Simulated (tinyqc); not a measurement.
Inside a calculation. Method: RHF in the sto-6g basis, for BeH2, spin multiplicity 1. One step of it, computed by the program tinyqc.

Problem. Iteration 1: diagonalisation and new density. Diagonalise F' = X^T F X, C = X C', fill 3 alpha and 3 beta electrons from the bottom; D = 2 C_occ C_occ^T; the new density keeps 0.7 of the old one (damping). Each column has its largest component positive (the first on a tie).

Fock matrix F (hartree):
```
            1Be 1s     1Be 2s    1Be 2px    1Be 2py    1Be 2pz      2H 1s      3H 1s
1Be 1s   -4.609995  -1.329359   0.046620  -0.114415   0.026456  -0.334291  -0.242718
1Be 2s   -1.329359  -0.424007   0.017881   0.016279   0.029732  -0.247093  -0.213828
1Be 2px   0.046620   0.017881   0.055747  -0.076972   0.103194   0.008913   0.009669
1Be 2py  -0.114415   0.016279  -0.076972  -0.064132  -0.091285  -0.199896   0.148363
1Be 2pz   0.026456   0.029732   0.103194  -0.091285   0.098535  -0.009495   0.034347
2H 1s    -0.334291  -0.247093   0.008913  -0.199896  -0.009495  -0.180844  -0.035716
3H 1s    -0.242718  -0.213828   0.009669   0.148363   0.034347  -0.035716  -0.125768
```

X:
```
                 1          2          3         4          5         6          7
1Be 1s    0.000000  -0.406774   0.902880  0.000000  -0.135720  0.280000   0.000000
1Be 2s    0.000000   1.065811  -0.053124  0.000000  -0.015543  0.544905   0.000000
1Be 2px   0.000000   0.000000   0.000000  1.000000   0.000000  0.000000   0.000000
1Be 2py   1.155133   0.000000   0.000000  0.000000   0.000000  0.000000   0.559649
1Be 2pz   0.000000   0.025401   0.154403  0.000000   0.987749  0.012362   0.000000
2H 1s    -0.826427  -0.659182  -0.318551  0.000000   0.048341  0.354366   0.391123
3H 1s     0.826427  -0.659182  -0.318551  0.000000   0.048341  0.354366  -0.391123
```

D at the start:
```
            1Be 1s     1Be 2s    1Be 2px    1Be 2py    1Be 2pz      2H 1s      3H 1s
1Be 1s    1.092048   0.135043  -0.154745   0.482311  -0.043475   0.501399   0.425692
1Be 2s    0.135043   0.361460  -0.164733  -0.653644  -0.490368   0.248552  -0.201235
1Be 2px  -0.154745  -0.164733   1.456856   0.737456  -0.627476  -0.354541   0.335514
1Be 2py   0.482311  -0.653644   0.737456   1.874126   0.676186  -0.239717   0.819296
1Be 2pz  -0.043475  -0.490368  -0.627476   0.676186   1.195851  -0.157419   0.163997
2H 1s     0.501399   0.248552  -0.354541  -0.239717  -0.157419   0.361664   0.015061
3H 1s     0.425692  -0.201235   0.335514   0.819296   0.163997   0.015061   0.413542
```

overlap S:
```
           1Be 1s    1Be 2s   1Be 2px    1Be 2py   1Be 2pz     2H 1s      3H 1s
1Be 1s   1.000000  0.254764  0.000000   0.000000  0.000000  0.039530   0.039530
1Be 2s   0.254764  1.000000  0.000000   0.000000  0.000000  0.357468   0.357468
1Be 2px  0.000000  0.000000  1.000000   0.000000  0.000000  0.000000   0.000000
1Be 2py  0.000000  0.000000  0.000000   1.000000  0.000000  0.440058  -0.440058
1Be 2pz  0.000000  0.000000  0.000000   0.000000  1.000000  0.010393   0.010393
2H 1s    0.039530  0.357468  0.000000   0.440058  0.010393  1.000000   0.014581
3H 1s    0.039530  0.357468  0.000000  -0.440058  0.010393  0.014581   1.000000
```

Give: F' = X^T F X; orbital energies; coefficients C; D after iteration 1.

Solution.

F' = X^T F X (hartree):
```
         1        2        3        4        5        6        7
1   0.4187   0.0798  -0.0597  -0.0883  -0.0621   0.0036   0.0383
2   0.0798   0.0825   0.7402  -0.0095  -0.1134   0.4471   0.0679
3  -0.0597   0.7402  -3.3470   0.0512   0.5570  -1.7838  -0.0844
4  -0.0883  -0.0095   0.0512   0.0557   0.0962   0.0307  -0.0434
5  -0.0621  -0.1134   0.5570   0.0962   0.0073   0.3199  -0.0562
6   0.0036   0.4471  -1.7838   0.0307   0.3199  -1.2321  -0.0488
7   0.0383   0.0679  -0.0844  -0.0434  -0.0562  -0.0488  -0.2085
```

orbital energies (hartree): MO1 -4.6207, MO2 -0.2297, MO3 -0.2177, MO4 -0.0293, MO5 0.1447, MO6 0.2385, MO7 0.4907

coefficients C:
```
             MO1      MO2      MO3      MO4      MO5      MO6      MO7
1Be 1s    0.9911  -0.0446  -0.1898   0.0061   0.0604  -0.2147  -0.0860
1Be 2s    0.0254   0.0022   0.4707  -0.0039  -0.2805   1.0166   0.3186
1Be 2px  -0.0095   0.0738  -0.0363   0.8043   0.4803   0.2308  -0.2495
1Be 2py   0.0247   0.4949  -0.1849   0.0993   0.3834  -0.1515   1.0900
1Be 2pz  -0.0054   0.1530  -0.1200  -0.5882   0.6780   0.3223  -0.2298
2H 1s     0.0156   0.5864   0.4003  -0.0516  -0.2010  -0.4578  -0.8619
3H 1s     0.0155  -0.2011   0.5122   0.0206   0.6481  -0.7079   0.5246
```

D after iteration 1:
```
          1Be 1s   1Be 2s  1Be 2px  1Be 2py  1Be 2pz    2H 1s   3H 1s
1Be 1s    1.3766   0.0560  -0.1118   0.3601  -0.0241   0.2989  0.2542
1Be 2s    0.0560   0.3864  -0.1256  -0.5087  -0.3770   0.2881  0.0038
1Be 2px  -0.1118  -0.1256   1.0239   0.5420  -0.4298  -0.2310  0.2147
1Be 2py   0.3601  -0.5087   0.5420   1.4797   0.5320  -0.0379  0.4572
1Be 2pz  -0.0241  -0.3770  -0.4298   0.5320   0.8598  -0.0852  0.0594
2H 1s     0.2989   0.2881  -0.2310  -0.0379  -0.0852   0.5558  0.0630
3H 1s     0.2542   0.0038   0.2147   0.4572   0.0594   0.0630  0.4713
```
